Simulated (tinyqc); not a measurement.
Complex band structure along [001] in sp3s* tight binding: sweeps and comparisons. A value that a table varies takes the place of the one given here.

For k = (0, 0, kz) the phase sums are g0 = cos(phi) and g3 = i sin(phi), phi = kz a/4, and the s, pz, s* orbitals of anion (a) and cation (c) decouple from px, py. With z = exp(i phi), H(z) = H0 + z T + T^T/z for any complex z. H0 is diagonal (Esa, Epa, Exa, Esc, Epc, Exc). The anion-cation block is B(z) = z U + W/z and the cation-anion block z W^T + U^T/z, where U has Vss/2 (s,s), Vsapc/2 (s,z), -Vscpa/2 (z,s), Vxx/2 (z,z), Vxapc/2 (s*,z), -Vpaxc/2 (z,s*), and W has the same values with the s-z and s*-z signs reversed. |z| = 1 is a band state, |z| < 1 decays along [001] as exp(-kappa d) over a distance d, kappa = -(4/a) ln|z|. No spin-orbit coupling.

Constants: hbar^2/2m0 = 3.80998211 eV angstrom^2.

Inputs chosen for the exercise (out of a larger set: near a published set for InP, fitted to gaps, whose masses and valley positions are rough (light masses up to twice too heavy); not measured data): p = (-8.516, 0.872, -1.484, 4.05, 8.272, 7.053, -5.351, 1.883, 4.243, 2.229, 5.58, 3.464, 4.477) eV (order Esa, Epa, Esc, Epc, Exa, Exc, Vss, Vxx, Vxy, Vsapc, Vscpa, Vxapc, Vpaxc); a = 5.87 angstrom (lattice constant); dE = 0.98 eV (E - Ev).

## Decay across the direct gap

Ev = -0.00286 eV
EG (direct gap) = 1.40563 eV

masses of this model, from the curvature at Gamma (m0): m_lh 0.09443, m_e 0.12207

kappa of the imaginary branch at Gamma against three formulas: parabolic from the valence edge, sqrt(m_lh E/c); parabolic from the conduction edge, sqrt(m_e (EG - E)/c); two-band (Franz), sqrt(m E (1 - E/EG)/c) with m = 2 m_lh m_e/(m_lh + m_e). E from Ev; c = hbar^2/2m0.

kappa (1/angstrom):

| E/EG | E (eV) | tight binding | parabolic, valence | parabolic, conduction | two-band |
|---|---|---|---|---|---|
| 0.05 | 0.0703 | 0.0409 | 0.0417 | 0.2068 | 0.0432 |
| 0.15 | 0.2108 | 0.0675 | 0.0723 | 0.1957 | 0.0708 |
| 0.25 | 0.3514 | 0.0827 | 0.0933 | 0.1838 | 0.0858 |
| 0.35 | 0.4920 | 0.0920 | 0.1104 | 0.1711 | 0.0945 |
| 0.50 | 0.7028 | 0.0982 | 0.1320 | 0.1501 | 0.0991 |
| 0.65 | 0.9137 | 0.0955 | 0.1505 | 0.1255 | 0.0945 |
| 0.75 | 1.0542 | 0.0880 | 0.1616 | 0.1061 | 0.0858 |
| 0.85 | 1.1948 | 0.0737 | 0.1721 | 0.0822 | 0.0708 |
| 0.95 | 1.3353 | 0.0458 | 0.1819 | 0.0475 | 0.0432 |

The branch joins the light-hole and conduction bands and peaks, among these rows, at E/EG = 0.50 with kappa = 0.0982 1/angstrom. At mid-gap the parabola from the conduction edge is +53 % off and the two-band form +0.9 %; over 5 nm the parabola would misstate exp(-2 kappa d) by a factor 179.

## Band-to-band tunnelling in a uniform field

WKB at zero transverse momentum: T = exp(-2 I/(eF)), I = integral of kappa dE across the direct gap (8 Gauss-Legendre points in theta, E = EG sin^2 theta, 0 to pi/2); 1 MV/cm = 0.01 V/angstrom. The two-band form gives I = (pi/8) sqrt(m/c) EG^(3/2) with m = 2 m_lh m_e/(m_lh + m_e).

Tunnelling:

| F (MV/cm) | path EG/eF (angstrom) | exponent 2I/eF | T, tight binding | T, two-band |
|---|---|---|---|---|
| 0.50 | 281.1 | 43.519 | 1.26e-19 | 9.85e-20 |
| 0.75 | 187.4 | 29.013 | 2.51e-13 | 2.13e-13 |
| 1.00 | 140.6 | 21.760 | 3.55e-10 | 3.14e-10 |
| 1.50 | 93.7 | 14.506 | 5.01e-07 | 4.62e-07 |
| 2.00 | 70.3 | 10.880 | 1.88e-05 | 1.77e-05 |
| 3.00 | 46.9 | 7.253 | 0.000708 | 0.000680 |
| 4.00 | 35.1 | 5.440 | 0.00434 | 0.00421 |

I, tight binding = 0.108798 eV/angstrom
I, two-band = 0.109409 eV/angstrom

The two-band integral is +0.56 % from the tight-binding one, which makes the two-band T 0.7829 times the other at 0.5 MV/cm and 0.9699 times at 4 MV/cm. Doubling the field from 1 to 2 MV/cm halves the exponent and raises T by a factor 5.31e+04.

## Energy and lattice constant

The slowest root of the s-pz block and the heavy-hole branch, sinh^2(kappa a/4) = ((E - Epa)(E - Epc) - Vxx^2)/(Vxx^2 - Vxy^2), at E = Ev + dE with Ev the lower root of [[Epa, Vxx], [Vxx, Epc]]; the couplings are kept when a changes. Each row changes one parameter from the base and keeps the others.

Results:

| case | slowest kappa (1/angstrom) | heavy-hole kappa (1/angstrom) |
|---|---|---|
| base | 0.0926 | 0.3384 |
| dE = 0.95 eV | 0.0941 | 0.3348 |
| a = 6.046 angstrom | 0.0899 | 0.3286 |

The largest shifts from the base row, up to three for each result and ties (the steps differ in size, so this ranks the rows, not the parameters). slowest kappa (1/angstrom): a -0.0027, dE +0.0014. heavy-hole kappa (1/angstrom): a -0.0099, dE -0.0037. With the couplings fixed, kappa a stays, so kappa scales as 1/a.

Program tinyqc; command `OMP_NUM_THREADS=1 python tinyqc.py 1481087 1481088 out.jsonl`; about 0.01 s on one thread of a shared Intel(R) Xeon(R) Processor @ 2.30GHz.
